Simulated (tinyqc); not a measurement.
Energy and delay of logic against supply voltage: one step of the calculation.

One expression serves below and above threshold: I(Vg) = Ik [ln(1 + exp((Vg - VT + dd V)/(al nf Vt)))]^al, with I_on = I(V) and I_off = I(0). Gate delay td = kd C V/I_on, clock period LD td. Per gate and cycle the switching energy is act C V^2 and the leakage energy I_off V LD td. No short-circuit current, no variation. Minima are sought above 0.09 V; below a few Vt gates no longer switch and the model has no meaning.

Question. Currents, delay and energies. I_on, I_off, td, clock frequency 1/(LD td), both energies and their sum.

Inputs (values chosen for the exercise); values of the order met in logic technologies:
- T = 358 K (temperature)
- VT = 0.25 V (threshold voltage at zero drain bias)
- nf = 1.16 (slope factor)
- dd = 0.09 (barrier lowering per volt of supply)
- Ik = 0.48 uA (specific current of a gate)
- al = 1.46 (exponent of the current law)
- C = 1.7 fF (load capacitance of a gate)
- kd = 0.8 (delay factor)
- LD = 20 (logic depth)
- act = 0.02 (activity factor)
- V = 0.66 V (supply voltage)

Constants: q = 1.602176634e-19 C, kB = 1.380649e-23 J/K, Vt = kB T/q. Results are converted to the units shown.

Wanted: I_on; I_off; td; clock frequency; switching energy; leakage energy; energy.

Answer.

I_on = 11.84 uA
I_off = 2.291 nA
td = 75.82 ps
clock frequency = 0.6595 GHz
switching energy = 14.81 aJ
leakage energy = 2.293 aJ
energy = 17.10 aJ

I_on/I_off = 5170; leakage makes up 13.4 % of the energy.

Numbers from tinyqc (`OMP_NUM_THREADS=1 python tinyqc.py 2082012 2082013 out.jsonl`; about 0.01 s on one thread of a shared Intel Xeon 2.30GHz).
